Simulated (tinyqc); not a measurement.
Ballistic transport through the one-dimensional subbands of a rectangular nanowire or nanosheet channel. From one set of inputs to another, one input at a time. Computed by tinyqc, a small Python program. Command: `OMP_NUM_THREADS=1 python tinyqc.py 3019680 3019681 out.jsonl wire ladder`. One thread of a shared host (Intel(R) Xeon(R) Processor @ 2.30GHz), about 0.1 s of CPU time with the checks.

Hard walls, parabolic subbands, transport along x. Energies are counted from the bulk conduction band edge at the top of the barrier, which the gate pulls down by U; the source Fermi level lies at the bulk edge when U = 0.

The inputs printed are set A. Inputs not listed in the table keep their values of set A, so the rows need not describe a real material.

Inputs (values chosen for the exercise, modelled on silicon): light mass m_t = 0.2 m_0; heavy mass m_l = 0.925 m_0; height a = 4.4 nm; width b = 5.1 nm; equivalent oxide thickness t = 0.78 nm; gate voltage above flat band V_G = 0.83 V; drain voltage V_D = 0.05 V; temperature T = 150 K; mean free path for back-scattering lambda = 6.9 nm; channel length L = 170 nm.

Valleys: silicon [100] wire.

Constants: hbar^2/(2 m_0) = 3.80998212 eV angstrom^2; k_B = 8.617333262e-05 eV/K; m_0 = 9.1093837015e-31 kg; k_B = 1.380649e-23 J/K; hbar = 1.054571817e-34 J s; eps_0 = 8.8541878128e-12 F/m; e = 1.602176634e-19 C; h = 6.62607015e-34 J s.

Method:
- E_pq = (hbar^2 pi^2/2)(p^2/(m_y b^2) + q^2/(m_z a^2)); valley pairs: (m_x, m_y, m_z) = (m_t, m_t, m_l), (m_t, m_l, m_t), (m_l, m_t, m_t), each with degeneracy g = 2; the 10 lowest subbands are kept.
- F_j(eta) = (1/Gamma(j + 1)) int_0^infinity x^j/(1 + exp(x - eta)) dx, F_0 = ln(1 + exp(eta)). Integrals over x = E/(k_B T) use 160 Gauss-Legendre points in u = sqrt(x) from 0 to sqrt(max(eta, 0) + 32).
- With degeneracy g = 2, eta_i = (U - E_i)/(k_B T) and u = e V_D/(k_B T): line density n = sum_i g sqrt(2 m_x k_B T/pi)/(2 hbar) [F_-1/2(eta_i) + F_-1/2(eta_i - u)]; gate: e n = C_ox (V_G - U/e), C_ox = 3.9 eps_0 2 (a + b)/t (flat-plate estimate); I = (2 e k_B T/h) sum_i g [F_0(eta_i) - F_0(eta_i - u)].
- Linear conductance G = (2 e^2/h) sum_i g f(eta_i), g = 2, f = 1/(1 + exp(-eta_i)), with the barrier frozen at the eta_i above; current per perimeter I/(2(a + b)); with scattering, transmission lambda/(lambda + L) and low-bias resistance (1 + L/lambda)/G.

Each row keeps all changes above it; columns: (1) input moved; (2) from; (3) to; (4) mean velocity I/(e n) (1e7 cm/s); (5) current per perimeter (microampere/micrometre); (6) low-bias resistance with scattering (kiloohm):
```
(1)                                              (2)   (3)     (4)   (5)    (6)
set A                                              -     -  0.6657  1824  32.68
light mass m_t (m_0)                             0.2  0.18  0.6845  1833  32.46
mean free path for back-scattering lambda (nm)   6.9    11  0.6845  1833  20.84
temperature T (K)                                150   300  0.6358  1710  21.38
channel length L (nm)                            170    28  0.6358  1710   4.61
width b (nm)                                     5.1   5.9  0.6304  1727   4.17
equivalent oxide thickness t (nm)               0.78     2  0.7826   911   6.70
gate voltage above flat band V_G (V)            0.83  0.35  0.8904   369  13.96
```

Mean velocity I/(e n) goes from 0.666 to 0.890, a factor 1.34 in all. The largest single move comes from equivalent oxide thickness t (a factor 1.24), and temperature T works against it (a factor 0.929). Current per perimeter goes from 1820 to 369, a factor 0.203 in all. The largest single move comes from gate voltage above flat band V_G (a factor 0.406). Low-bias resistance with scattering goes from 32.7 to 14.0, a factor 0.427 in all. The largest single move comes from channel length L (a factor 0.215), and gate voltage above flat band V_G works against it (a factor 2.08). The single moves hold for this order of the switches; the total does not depend on the order.

Extremes, crossings and ranges named in words are read from the listed rows.
